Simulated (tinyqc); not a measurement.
Thermal, flicker and telegraph noise of a field-effect transistor: one step, computed by the program tinyqc.

Strong inversion, threshold roll-off and channel-length modulation left out; noise sources are uncorrelated and are given as one-sided spectral densities.

Question. Flicker noise. C_ox = 3.9 eps_0/t; V_c = 2 v_s L/mu; I = W C_ox v_s V_ov^2/(V_ov + V_c); g_m = W C_ox v_s V_ov (V_ov + 2 V_c)/(V_ov + V_c)^2; g_d0 = mu C_ox (W/L) V_ov. Tunnelling length lambda = hbar/(2 sqrt(2 m_ox phi)); flat-band noise S_Vfb = e^2 k_B T lambda N_t/(W L C_ox^2 f). S_I = g_m^2 S_Vfb (1 + alpha_sc mu C_ox I/g_m)^2.

Inputs (values chosen for the exercise, modelled on a high-k silicon transistor):

| quantity | value | unit |
|---|---|---|
| width W | 0.27 | micrometre |
| length L | 21 | nm |
| electrical oxide thickness t | 1.8 | nm |
| mobility mu | 91 | cm^2/(V s) |
| saturation velocity v_s | 0.83 | 1e7 cm/s |
| overdrive V_ov | 0.21 | V |
| oxide trap density N_t | 4.5e+17 | 1/(eV cm^3) |
| oxide barrier phi | 2.2 | eV |
| oxide mass m_ox | 0.32 | m_0 |
| Coulomb scattering coefficient alpha_sc | 45000 | V s/C |
| frequency f | 100 | Hz |
| temperature T | 300 | K |

Operating region: saturation. Flicker model: number with correlated mobility.

drain current I = 31.96762 microampere

Constants: eps_0 = 8.8541878128e-12 F/m; hbar = 1.054571817e-34 J s; m_0 = 9.1093837015e-31 kg; e = 1.602176634e-19 C; k_B = 8.617333262e-05 eV/K.

Give: tunnelling length lambda; S_Vfb; flicker S_I; flicker S_I/I^2.

Answer.

tunnelling length lambda = 1.163 angstrom

S_Vfb = 1.665e-10 V^2/Hz

flicker S_I = 4.190e-17 A^2/Hz

flicker S_I/I^2 = 4.100e-08 1/Hz

Caution: fewer than one trap per decade of time constant is active, so one device shows telegraph steps and the 1/f law is only a mean over many devices.
